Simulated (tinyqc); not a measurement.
Inside a calculation. Model: on-chip power grid, static voltage drop by conjugate gradients.

Numbers from tinyqc (`OMP_NUM_THREADS=1 python tinyqc.py 2770216 2770217 out.jsonl`; about 0.07 s on one thread of a shared Intel Xeon 2.30GHz). Printed values are rounded.

A grid of 4 rows and 3 columns, node k = 3 row + column. Neighbours in a row are joined by Rx, in a column by Ry; pad nodes, which reach the supply through Rp: 0, 2, 9, 11. Each node draws I0, node 9 draws kh I0. The drops u = Vdd - V solve G u = i, with G the conductance matrix (1/Rp added on the diagonal at pad nodes).

Parameters, values chosen for the exercise:

| symbol | value | unit | meaning |
|---|---|---|---|
| Vdd | 0.8 | V | supply voltage |
| Rx | 0.19 | ohm | resistance of a horizontal segment |
| Ry | 1.4 | ohm | resistance of a vertical segment |
| Rp | 0.13 | ohm | resistance from a pad node to the supply |
| I0 | 1.8 | mA | load current of an ordinary node |
| kh | 1 |  | factor on the load at the hot node |

## Diagonal of G, loads and first direction

G_kk = sum of the conductances at node k. Start u = 0, so the residual is r = i; p = r.

G_kk (S):
```
,col 0,col 1,col 2
row 0,13.66975,11.24060,13.66975
row 1,6.691729,11.95489,6.691729
row 2,6.691729,11.95489,6.691729
row 3,13.66975,11.24060,13.66975
```

r at the start (mA):
```
,col 0,col 1,col 2
row 0,1.8,1.8,1.8
row 1,1.8,1.8,1.8
row 2,1.8,1.8,1.8
row 3,1.8,1.8,1.8
```

p at the start (mA):
```
,col 0,col 1,col 2
row 0,1.8,1.8,1.8
row 1,1.8,1.8,1.8
row 2,1.8,1.8,1.8
row 3,1.8,1.8,1.8
```

## Iteration 1: conjugate-gradient step

u at the start (mV):
```
,col 0,col 1,col 2
row 0,0,0,0
row 1,0,0,0
row 2,0,0,0
row 3,0,0,0
```

q = G p; a = (r.r)/(p.q); u(new) = u + a p; r(new) = r - a q; b = (r.r)(new)/(r.r); p(new) = r(new) + b p.

q (mA S):
```
,col 0,col 1,col 2
row 0,13.84615,0.00000,13.84615
row 1,0.00000,0.00000,0.00000
row 2,0.00000,0.00000,0.00000
row 3,13.84615,0.00000,13.84615
```

a = 0.39 ohm

u after iteration 1 (mV):
```
,col 0,col 1,col 2
row 0,0.7020000,0.7020000,0.7020000
row 1,0.7020000,0.7020000,0.7020000
row 2,0.7020000,0.7020000,0.7020000
row 3,0.7020000,0.7020000,0.7020000
```

r after iteration 1 (mA):
```
,col 0,col 1,col 2
row 0,-3.600000,1.800000,-3.600000
row 1,1.800000,1.800000,1.800000
row 2,1.800000,1.800000,1.800000
row 3,-3.600000,1.800000,-3.600000
```

b = 2

p after iteration 1 (mA):
```
,col 0,col 1,col 2
row 0,0.000000,5.400000,0.000000
row 1,5.400000,5.400000,5.400000
row 2,5.400000,5.400000,5.400000
row 3,0.000000,5.400000,0.000000
```

## Iteration 2: conjugate-gradient step

As before.

q (mA S):
```
,col 0,col 1,col 2
row 0,-32.27820,56.84211,-32.27820
row 1,3.85714,0.00000,3.85714
row 2,3.85714,0.00000,3.85714
row 3,-32.27820,56.84211,-32.27820
```

a = 0.1115304 ohm

u after iteration 2 (mV):
```
,col 0,col 1,col 2
row 0,0.702000,1.304264,0.702000
row 1,1.304264,1.304264,1.304264
row 2,1.304264,1.304264,1.304264
row 3,0.702000,1.304264,0.702000
```

r after iteration 2 (mA):
```
,col 0,col 1,col 2
row 0,0.000000,-4.539623,0.000000
row 1,1.369811,1.800000,1.369811
row 2,1.369811,1.800000,1.369811
row 3,0.000000,-4.539623,0.000000
```

b = 0.7099007

p after iteration 2 (mA):
```
,col 0,col 1,col 2
row 0,0.000000,-0.706159,0.000000
row 1,5.203275,5.633464,5.203275
row 2,5.203275,5.633464,5.203275
row 3,0.000000,-0.706159,0.000000
```

## Course of the conjugate-gradient iteration

Stop when |r| is below 1e-9 mA.

Course of the iteration:
```
iteration,largest u (mV),|r| (mA)
1,0.702,8.82
2,1.304264,7.43
3,3.389067,2.76
4,3.340729,< 1e-12
```

Converged in 4 iterations for 12 unknowns; in exact arithmetic the method needs at most 12. The condition number of the matrix is 33.6. Gauss-Seidel sweeps in node order need 156 to reach the same residual.

## Worst drop, pad currents and power lost

converged u (mV):
```
,col 0,col 1,col 2
row 0,0.702000,1.029812,0.702000
row 1,3.326541,3.340729,3.326541
row 2,3.326541,3.340729,3.326541
row 3,0.702000,1.029812,0.702000
```

Pad current u/Rp; worst drop as a share of Vdd; power lost in the grid and pads sum_k i_k u_k; power delivered sum_k i_k (Vdd - u_k).

worst drop = 3.340729 mV
share of Vdd = 0.4175912 %
pad currents (mA): node 0 5.4, node 2 5.4, node 9 5.4, node 11 5.4
power lost = 0.04473945 mW
power delivered = 17.23526 mW

The pad currents add up to the total load, 21.60 mA. The worst drop is at node 4 and 7.
